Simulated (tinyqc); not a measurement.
Inside a calculation. Model: elastic strain and critical thickness of a cubic alloy layer A(1-x)B(x) on a thick substrate. Computed by tinyqc, a small Python program that keeps every step. Command: `OMP_NUM_THREADS=1 python tinyqc.py 3012265 3012266 out.jsonl misfit walk`. One thread of a shared host (Intel(R) Xeon(R) Processor @ 2.30GHz), about 0.01 s of CPU time with the checks. Intermediate numbers are printed to about 7 digits and carried at full precision; extremes and crossings named in words are read from the listed rows.

Strain is positive in tension. The layer is coherent with the substrate unless said otherwise.

Inputs (values chosen for the exercise, modelled on In(1-x)Ga(x)P on GaAs):

| quantity | value | unit |
|---|---|---|
| fraction x of B | 0.11 | - |
| lattice constant a_A | 5.869 | angstrom |
| lattice constant a_B | 5.451 | angstrom |
| substrate lattice constant a_S | 5.653 | angstrom |
| layer thickness h | 9.7 | nm |
| biaxial modulus of the substrate M_S | 129 | GPa |
| substrate thickness t_S | 775 | micrometre |
| wafer diameter W | 300 | mm |
| X-ray wavelength | 1.540593 | angstrom |
| start of the iteration h0/b | 1000 | - |

Growth plane: (001). Layer: uncapped. Misfit dislocation: 60-degree.

C11, C12, C44 of A (GPa): 99.57  56.49  46.18

C11, C12, C44 of B (GPa): 139  62.64  69.87

## Alloy by Vegard's rule, and misfit

a = (1 - x) a_A + x a_B, the same rule for each C_ij; misfit f = (a_S - a)/a, the in-plane strain of the coherent layer.

free lattice constant a = 5.82302 angstrom

elastic constants (GPa): C11 103.9073, C12 57.1665, C44 48.7859

misfit f = -0.02919791

The layer is compressed in the plane by 2.92 %.

## Biaxial strain, stress and energy

(001): D = 2 C12/C11, M = C11 + C12 - 2 C12^2/C11. The free surface carries no normal stress, so e_perp = -D f; dV/V = 2 f + e_perp; stress = M f; energy per area = M f^2 h (1 GPa nm = 1 J/m^2).

ratio D = 1.100337

normal strain e_perp = 0.03212752

volume strain dV/V = -0.02626829

biaxial modulus M = 98.17141 GPa

in-plane stress = -2.866400 GPa

strain energy per area = 0.8118209 J/m^2

Caution: above about 2 % misfit, linear elasticity is rough and compressed layers tend to form islands before dislocations.

## Symmetric X-ray reflection

Reflection 004: d = a_perp/sqrt(16), with a_perp = a (1 + e_perp) for the coherent layer, a for the relaxed layer and a_S for the substrate; sin(theta) = lambda/(2 d).

Bragg angles:

| crystal | a_perp (angstrom) | theta (degrees) | from substrate (arcsec) |
|---|---|---|---|
| substrate | 5.653000 | 33.02830 | 0.000 |
| coherent layer | 6.010099 | 30.84171 | -7871.722 |
| relaxed layer | 5.823020 | 31.94729 | -3891.653 |

peak separation of the coherent layer = -7871.722 arcsec

The coherent layer lies 2.02 times as far from the substrate peak as a relaxed one, about 1 + D = 2.10: reading its peak as relaxed would overstate the mismatch by that factor.

## Isotropic constants and the prefactor A

Voigt averages: G = (C11 - C12 + 3 C44)/5, B = (C11 + 2 C12)/3, nu = (3 B - 2 G)/(2 (3 B + G)); b = a/sqrt(2). The 60-degree dislocation has cos alpha = 1/2, and cos lambda = 1/2 on (001). Matthews-Blakeslee: h_c = A [ln(h_c/b) + 1], A = b (1 - nu cos^2 alpha)/(8 pi |f| (1 + nu) cos lambda), the factor 8 pi being that of an uncapped layer.

shear modulus G = 38.6197 GPa

Poisson ratio nu = 0.2744703

Burgers vector b = 0.4117497 nm

prefactor A = 0.8201060 nm

## Critical thickness by fixed-point iteration

Start at h0, put the right side back in, and stop when the change is below 1e-9 h or h turns negative.

Iteration:

| step | h in (nm) | h out (nm) | change (nm) |
|---|---|---|---|
| 1 | 411.7497 | 6.485198 | -4.052645e+02 |
| 2 | 6.4852 | 3.081025 | -3.404173e+00 |
| 3 | 3.0810 | 2.470653 | -6.103720e-01 |
| 4 | 2.4707 | 2.289590 | -1.810629e-01 |
| 5 | 2.2896 | 2.227172 | -6.241800e-02 |
| 6 | 2.2272 | 2.204504 | -2.266785e-02 |
| 7 | 2.2045 | 2.196115 | -8.389692e-03 |
| ... | ... | ... | ... |
| 17 | 2.1911 | 2.191121 | -4.496567e-07 |
| 18 | 2.1911 | 2.191121 | -1.683002e-07 |
| 19 | 2.1911 | 2.191120 | -6.299244e-08 |
| 20 | 2.1911 | 2.191120 | -2.357720e-08 |
| 21 | 2.1911 | 2.191120 | -8.824618e-09 |
| 22 | 2.1911 | 2.191120 | -3.302932e-09 |
| 23 | 2.1911 | 2.191120 | -1.236242e-09 |

critical thickness h_c (Matthews-Blakeslee) = 2.191120 nm

Converged; near the root each step shrinks the error by A/h_c = 0.374. h_c is 5.3 Burgers vectors. Caution: a critical thickness of a few Burgers vectors is outside continuum elasticity and hangs on the core term.

## Equilibrium strain at the thickness h

For h > h_c the same force balance gives the strain left, |e| = |f| A [ln(h/b) + 1]/h, and below h_c e = f; relaxation = 1 - e/f; dislocations per length across each line direction = (|f| - |e|)/(b cos lambda).

strain left e = -0.01026804

relaxation = 64.83296 %

dislocation line density = 91.94843 1/micrometre

h is 4.43 h_c: in equilibrium dislocations lie 10.9 nm apart; slow nucleation and glide can keep a real layer more strained.

## Wafer curvature of the coherent layer

Stoney: curvature = 6 |stress| h/(M_S t_S^2); radius = 1/curvature; bow = curvature W^2/8.

curvature = 0.002153112 1/m

radius of curvature = 464.4440 m

bow = 24.22251 micrometre

Caution: the curvature assumes a coherent layer, but h exceeds h_c.

## Force balance against energy balance

People-Bean: h_c = P ln(h_c/b), P = (1 - nu)/(1 + nu) b^2/(16 pi sqrt(2) a f^2). The misfit is scaled by 0.25, 0.4, 0.6, 1, 1.5, 2.2 at fixed a, b and nu; the upper root is taken, and rows with A < 1.3 b or P < 3 b, where the roots shrink to the core size or vanish, are left out.

Critical thickness:

| \|f\| (%) | Matthews-Blakeslee (nm) | People-Bean (nm) | ratio |
|---|---|---|---|
| 0.729948 | 15.09569 | 286.3954 | 18.97200 |
| 1.167916 | 8.17809 | 92.5669 | 11.31888 |
| 1.751874 | 4.69291 | 33.3954 | 7.11614 |
| 2.919791 | 2.19112 | 8.1724 | 3.72980 |

The exponents d ln h_c/d ln f are -1.30 and -2.40 between the first rows, steeper than the -1 and -2 of the prefactors because of the logarithm. The ratio falls from 19.0 to 3.73 as the misfit grows. Where People-Bean lies above, a layer between the lines is metastable: dislocations would lower the energy but have to be nucleated. Above about 2 % misfit islands may come first.

Checks made by the program: D and M against the full stiffness tensor (relative difference below 1e-10); h_c against the Lambert function, -A W_(-1)(-b/(A e)) (relative difference 4e-10).
